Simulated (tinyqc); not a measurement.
Charge stability of a double quantum dot, constant-interaction model with a charge sensor: one step of the calculation.

Capacitance matrix C = [[C1, -Cm], [-Cm, C2]], C1 = G1 + X1 + Cm + L1, C2 = G2 + X2 + Cm + L2. Gate charges n1 = (G1 V1 + X1 V2)/q, n2 = (X2 V1 + G2 V2)/q. The state (N1, N2) has U = (1/2) d^T E d with d = (N1 - n1, N2 - n2) and E = q^2 C^(-1). Leads at 0 V; no tunnel coupling, spin or level spacing. The sensor reads s1 <N1> + s2 <N2>.

Problem. Charging energies and lever arms. E = q^2 C^(-1) holds EC1, EC2 on the diagonal and ECm off it; the lever arms are A = C^(-1) [[G1, X1], [X2, G2]] (row: dot, column: gate).

Parameters, values chosen for the exercise:
```
symbol,value,unit,meaning
G1,4.6,aF,gate 1 to dot 1
G2,5.4,aF,gate 2 to dot 2
X1,1.4,aF,gate 2 to dot 1
X2,1.3,aF,gate 1 to dot 2
Cm,3.3,aF,between the dots
L1,30,aF,dot 1 to leads and ground
L2,29,aF,dot 2 to leads and ground
V1,17.9,mV,voltage of gate 1
V2,6.11,mV,voltage of gate 2
```

Constants: q = 1.602176634e-19 C. Results are converted to the units shown.

Wanted: C; E; lever arms; gate charges.

Solution.

C (aF):
```
      1     2
1  39.3  -3.3
2  -3.3    39
```

E (meV):
```
        1       2
1  4.1060  0.3474
2  0.3474  4.1375
```

lever arms (eV/V):
```
         1        2
1  0.12070  0.04759
2  0.04355  0.14249
```

gate charges: n1 0.56732, n2 0.35117

ECm is 8.43 % of the geometric mean of EC1 and EC2.

Computed by the program tinyqc: `OMP_NUM_THREADS=1 python tinyqc.py 2470010 2470011 out.jsonl`, one thread of a shared Intel Xeon 2.30GHz, about 0.01 s for the whole run.
